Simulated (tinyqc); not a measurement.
Bias dependence of the times: oxide trap near a transistor channel: two-state multiphonon kinetics, telegraph noise and bias instability. Computed by tinyqc, a small Python program. Command: `OMP_NUM_THREADS=1 python tinyqc.py 3031744 3031745 out.jsonl oxidetrap walk`. One thread of a shared host (Intel(R) Xeon(R) Processor @ 2.30GHz), about 0.01 s of CPU time with the checks.

An n-channel device under positive gate bias. The trap is empty (state 1) or holds an electron (state 2); both states are parabolas of equal curvature, and the electron reservoir is taken at the Fermi level of the channel.

Inputs (values chosen for the exercise, with an insulator like SiO2 on silicon):
```
quantity,value,unit
trap depth x from the interface,0.49,nm
tunnel barrier phi_b,3.04,eV
tunnelling mass m_ox,0.41,m_0
trap level above E_F at zero field E_t,0.0069,eV
relaxation energy E_R,1.5,eV
oxide field F,2.2,MV/cm
attempt rate k_0 at the interface,2e+12,1/s
temperature T,350,K
```

Parts treated: one trap and an ensemble.

Constants: hbar^2/(2 m_0) = 3.80998212 eV angstrom^2; k_B = 8.617333262e-05 eV/K.

Method. kappa = sqrt(2 m_ox phi_b)/hbar = sqrt(m_ox phi_b/(hbar^2/2m_0)); attenuation length lambda = 1/(2 kappa); factor exp(-x/lambda) for a rectangular barrier. E_21 = E_t - e F x is the energy of state 2 over state 1; barriers E_c = (E_R + E_21)^2/(4 E_R), E_e = E_c - E_21; tau_c = exp(E_c/k_B T)/(k_0 P), tau_e = exp(E_e/k_B T)/(k_0 P), P the tunnelling factor; occupation f_2 = tau_e/(tau_c + tau_e); 1/tau_0 = 1/tau_c + 1/tau_e.

tunnelling factor = 0.00367858

Against field:
```
F (MV/cm),E_21 (eV),tau_c (s),tau_e (s),f_2
0.00,0.00690,3.8269e-05,3.0443e-05,0.44305
0.66,-0.02544,2.2462e-05,5.2211e-05,0.69920
1.32,-0.05778,1.3337e-05,9.0586e-05,0.87166
1.76,-0.07934,9.4828e-06,1.3164e-04,0.93280
2.20,-0.10090,6.7770e-06,1.9228e-04,0.96595
2.64,-0.12246,4.8682e-06,2.8230e-04,0.98305
3.30,-0.15480,2.9926e-06,5.0707e-04,0.99413
```

What follows from these numbers?

ln(tau_c/tau_e) falls by e x/k_B T = 1.625 per MV/cm, which measures the depth x if the change of surface potential with bias is left aside. Over these rows tau_c shortens by 1.11 decades and tau_e lengthens by 1.22; the two share the shift almost equally, as the first and last E_21 average to little against E_R. The times cross at F = E_t/(e x) = 0.14 MV/cm.

Extremes, crossings and ranges named in words are read from the listed rows.
